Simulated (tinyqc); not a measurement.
Convergence with the plane-wave basis: k.p theory built from an empirical-pseudopotential calculation at Gamma.

Empirical pseudopotential on the fcc lattice, atoms at +/- tau, tau = a (1,1,1)/8, no spin-orbit coupling. H(G,G') = c (2 pi/a)^2 |k + G|^2 delta + VS(q) cos(q.tau) + i VA(q) sin(q.tau), q = G - G', c = hbar^2/2m0; k and G in units of 2 pi/a; VS at |q|^2 = 3, 8, 11 and VA at 3, 4, 11, in rydberg, zero elsewhere. The basis holds all G with |G|^2 up to a cut-off. Energies are counted from the fourth level at Gamma.

For a multiplet A of d_A states, W(B) = (4 c/(3 d_A)) sum over n in A, m in B and i = x, y, z of |<n|G_i|m>|^2 (G in 1/angstrom, <n|G_i|m> = sum_G c_n(G)* G_i c_m(G)); the mean inverse mass of A is 1 + sum_B W(B)/(E_A - E_B). Multiplets with W = 0 are left out.

Valence parameters: D(u) = c + 4 c^2 sum_m <n|u.G|m><m|u.G|n'>/(0 - E_m) on the valence triplet, in units of c, has eigenvalues L, M, M along [100] and (L + 2M + 2N)/3, (L + 2M - N)/3 twice along [111]; g1 = -(L + 2M)/3, g2 = -(L - M)/6, g3 = -N/6.

Constants: hbar^2/2m0 = 3.80998211 eV angstrom^2; Ry = 13.60569312 eV.

Inputs chosen for the exercise (out of a larger set: near those of Si; not measured data):
- a = 5.441 angstrom (lattice constant)
- VS = (-0.213, 0.04, 0.08) Ry (symmetric form factors)
- VA = (0, 0, 0) Ry (antisymmetric form factors)

E_s is the lowest empty singlet, Ep its W to the valence triplet, m its mass.

Results:
```
cut-off  plane waves  E_s (eV)  Ep (eV)  m (m0)    g1    g2    g3
8                 27     3.859    21.40  0.1533  4.36  0.43  1.54
11                51     3.947    21.26  0.1572  4.26  0.48  1.46
12                59     3.922    21.24  0.1565  4.40  0.45  1.49
16                65     3.922    21.24  0.1565  4.44  0.44  1.50
19                89     3.901    21.31  0.1555  4.42  0.46  1.50
20               113     3.868    21.36  0.1541  4.41  0.47  1.51
24               137     3.870    21.36  0.1541  4.42  0.47  1.51
```

How do the results move, and what explains it?

Against the last row, E_s errs most, by +0.076 eV, at cut-off 11, and by -0.003 eV in the last row but one. Ep varies by 0.7 % over the table and m by 2.5 %: the mass, near E_s/Ep, inherits the errors of both. Local form factors fix the converged values only roughly. The gap is a difference of two levels, so it need not converge steadily, and here it does not.

tinyqc: `OMP_NUM_THREADS=1 python tinyqc.py 1080206 1080207 out.jsonl`; about 0.3 s, one thread, shared Intel(R) Xeon(R) Processor @ 2.30GHz.
